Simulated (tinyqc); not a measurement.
Inside a calculation. Model: growth of a silicide layer between metal and silicon: linear-parabolic kinetics, ramp anneals and Kissinger analysis. Computed by tinyqc, a small Python program that keeps every step. Command: `OMP_NUM_THREADS=1 python tinyqc.py 3019685 3019686 out.jsonl silicide walk`. One thread of a shared host (Intel(R) Xeon(R) Processor @ 2.30GHz), about 0.2 s of CPU time with the checks. Intermediate numbers are printed to about 5 digits and carried at full precision; extremes and crossings named in words are read from the listed rows.

One compound layer of thickness x grows by diffusion through itself and reaction at an interface, dx/dt = 1/(2x/K + 1/v), until the metal is used up at x = a h.

Inputs (values chosen for the exercise, modelled on Ni2Si):

| quantity | value | unit |
|---|---|---|
| metal thickness h | 34 | nm |
| silicide formed per metal thickness a | 1.47 | - |
| silicon consumed per metal thickness b | 0.91 | - |
| prefactor of the parabolic constant K | 4.6e+14 | nm^2/s |
| activation energy E of K | 1.57 | eV |
| prefactor of the interface velocity v | 3.9e+15 | nm/s |
| activation energy E_v | 1.73 | eV |
| temperature T | 295 | C |
| time t | 630 | s |
| ramp rate beta | 3 | C/s |
| silicide resistivity | 27 | micro-ohm cm |
| junction depth x_j | 27 | nm |

Constants: k_B = 8.617333262e-05 eV/K.

## Final thickness

The silicide ends at the thickness a h.

final thickness = 49.98 nm

## Geometry at full reaction

Silicon consumed b h, sheet resistance rho/(final thickness) with 1 micro-ohm cm/nm = 10 ohm; margin to the junction x_j - b h.

silicon consumed = 30.94 nm

sheet resistance = 5.4022 ohm/square

margin to the junction = -3.94 nm

The silicide would punch through the junction.

## Isothermal growth

K = K0 exp(-E/(k_B T)), v = v0 exp(-E_v/(k_B T)). Temperatures in kelvin are T(C) + 273.15. x^2/K + x/v = t, so x = (K/(2v)) [sqrt(1 + 4 v^2 t/K) - 1], capped at a h; completion time t_c = (a h)^2/K + a h/v, a h being the final thickness; crossover thickness K/v.

K = 5.4458 nm^2/s

v = 1.7583 nm/s

crossover thickness = 3.0972 nm

thickness at time t = 49.98 nm

completion time = 487.13 s

The metal is used up. Diffusion makes up 94 % of the completion time.

## Ramp anneal

Ramp from x = 0 at 100 C at the rate beta: dx/dT = (1/beta)/(2x/K + 1/v), integrated adaptively (tolerance 1e-9) until x = a h at T_f.

completion temperature T_f = 380.33 C

## Kissinger analysis

Plot ln(beta/T_f^2) against 1/(k_B T_f), T_f in kelvin; minus the least-squares slope estimates the activation energy.

Ramps:

| beta (C/s) | T_f (C) | 1/(k_B T_f) (1/eV) | ln(beta/T_f^2) |
|---|---|---|---|
| 0.03 | 292.98 | 20.498 | -16.184 |
| 0.1 | 313.53 | 19.780 | -15.052 |
| 0.3 | 333.59 | 19.126 | -14.020 |
| 1 | 357.19 | 18.410 | -12.893 |
| 3 | 380.33 | 17.758 | -11.866 |
| 10 | 407.67 | 17.045 | -10.744 |
| 30 | 434.64 | 16.396 | -9.723 |

Kissinger energy = 1.5749 eV

A thousandfold faster ramp raises the completion temperature by only 142 C. The fit gives 1.575 eV, against E = 1.57 eV for diffusion and E_v = 1.73 eV for the interface: diffusion controls. Caution: nucleation and competing phases are left out; disilicides such as CoSi2 and the low-resistance form of TiSi2 start by nucleation and follow this law at best in part.

Checks made by the program: isothermal closed form against integration (relative difference below 1e-10).
